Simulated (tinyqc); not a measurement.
# Capacitance measurement on a leaky thin oxide: effects of series resistance and leakage: effects of single changes

The device is a capacitance C in parallel with a leakage conductance G, in series with Rs and Ls. An impedance meter reports either a parallel pair (Cp, Gp) from Y = 1/Z = Gp + i w Cp or a series pair (Cs, Rm) from Z = Rm + 1/(i w Cs); w = 2 pi f, dissipation D = Gp/(w |Cp|).

Inputs (values chosen for the exercise); values of the order met in thin-oxide MOS capacitors:
- eox = 3.9 (relative permittivity of the gate insulator (close to silicon dioxide))
- tox = 3 nm (insulator thickness)
- A = 400 um^2 (gate area)
- zc = 0.38 nm (oxide-equivalent thickness added by the accumulation layer)
- zp = 0 nm (oxide-equivalent thickness added by gate depletion)
- Jg = 0.034 A/cm^2 (gate leakage current density, not matched to the thickness)
- Vs = 0.28 V (voltage for an e-fold rise of the leakage)
- Rs = 120 ohm (series resistance)
- Ls = 0 nH (series inductance)
- f = 10000 Hz (measuring frequency)

Constants: eps0 = 8.8541878128e-14 F/cm where lengths are in cm. Results are converted to the units shown.

Each table varies one quantity; the others keep the values above.

## Readings against frequency

EOT = 3.9 tox/eox; CET = EOT + zc + zp; C = 3.9 eps0 A/CET; G = Jg A/Vs. Z = Rs + i w Ls + 1/(G + i w C); CET read from Cp = 3.9 eps0 A/Cp; errors under 0.001 % are printed as 0.

The same in every row: C (pF) = 4.0865.

Results:

| f (Hz) | Cp (pF) | Cs (pF) | D | error of Cp (%) | error of Cs (%) | CET read from Cp (nm) |
|---|---|---|---|---|---|---|
| 1000 | 4.0861 | 1466.4 | 18.918 | -0.0117 | 3.58e4 | 3.3804 |
| 3000 | 4.0861 | 166.57 | 6.3059 | -0.0117 | 3980 | 3.3804 |
| 10000 | 4.0861 | 18.710 | 1.8918 | -0.0117 | 358 | 3.3804 |
| 30000 | 4.0861 | 5.7114 | 0.63068 | -0.0117 | 39.8 | 3.3804 |
| 1e5 | 4.0861 | 4.2328 | 0.18949 | -0.0117 | 3.58 | 3.3804 |
| 3e5 | 4.0861 | 4.1028 | 0.063984 | -0.0117 | 0.398 | 3.3804 |
| 3e6 | 4.0857 | 4.0867 | 0.015549 | -0.0202 | 3.98e-3 | 3.3807 |
| 1e7 | 4.0822 | 4.0866 | 0.032704 | -0.106 | 0 | 3.3836 |
| 3e7 | 4.0515 | 4.0865 | 0.093066 | -0.859 | 0 | 3.4093 |

Estimate the missing row, f = 1e6 Hz.

Computed row:

| f (Hz) | Cp (pF) | Cs (pF) | D | error of Cp (%) | error of Cs (%) | CET read from Cp (nm) |
|---|---|---|---|---|---|---|
| 1e6 | 4.0860 | 4.0880 | 0.021999 | -0.0126 | 0.0358 | 3.3804 |

With this row back in the table: D goes from 18.9 through a minimum of 0.0155 (at f = 3e6 Hz among the rows listed) to 0.0931; without inductance its minimum lies at f = sqrt(G (1 + G Rs)/Rs)/(2 pi C) = 2.48e6 Hz. The error of Cp goes from -0.0117 to -0.859 % and that of Cs from 35800 to 0 %; at low frequency Cp tends to C/(1 + G Rs)^2 and Cs grows as 1 + (G/(w C))^2. One of the two readings is within 2 % of C for f = 1000, 3000, 10000, 30000, 1e5, 3e5, 1e6, 3e6, 1e7, 3e7 Hz. For f = 1000, 3000, 10000 D exceeds 1, where the accuracy of real meters degrades in proportion to sqrt(1 + D^2).

## Effect of the gate leakage current density, not matched to the thickness

Same model as above.

The same in every row: C (pF) = 4.0865.

Results:

| Jg (A/cm^2) | Cp (pF) | Cs (pF) | D | error of Cp (%) | error of Cs (%) | CET read from Cp (nm) |
|---|---|---|---|---|---|---|
| 1e-5 | 4.0865 | 4.0865 | 5.8718e-4 | 0 | 0 | 3.3800 |
| 0.0001 | 4.0865 | 4.0867 | 0.0055945 | 0 | 3.10e-3 | 3.3800 |
| 0.001 | 4.0865 | 4.0992 | 0.055668 | 0 | 0.310 | 3.3800 |
| 0.02 | 4.0863 | 9.1465 | 1.1128 | -6.86e-3 | 124 | 3.3802 |
| 2 | 4.0587 | 50604 | 111.66 | -0.682 | 1.24e6 | 3.4032 |
| 30 | 3.6966 | 1.1385e7 | 1755.0 | -9.54 | 2.79e8 | 3.7366 |
| 300 | 1.7821 | 1.1385e9 | 25275 | -56.4 | 2.79e10 | 7.7505 |

Estimate the missing row, Jg = 0.2 A/cm^2.

Computed row:

| Jg (A/cm^2) | Cp (pF) | Cs (pF) | D | error of Cp (%) | error of Cs (%) | CET read from Cp (nm) |
|---|---|---|---|---|---|---|
| 0.2 | 4.0837 | 510.08 | 11.131 | -0.0685 | 1.24e4 | 3.3823 |

With this row back in the table: As Jg goes from 1e-5 to 300, the error of Cp goes from 0 to -56.4 %, that of Cs from 0 to 2.79e10 %, and D rises from 5.87e-4 to 25300. The CET read from Cp goes from 3.38 to 7.75 nm against the true 3.38 nm. For Jg = 0.02, 0.2, 2, 30, 300 D exceeds 1, where the accuracy of real meters degrades in proportion to sqrt(1 + D^2).

Program tinyqc, `OMP_NUM_THREADS=1 python tinyqc.py 2022048 2022049 out.jsonl`; Intel Xeon 2.30GHz, shared host, one thread, about 0.01 s.
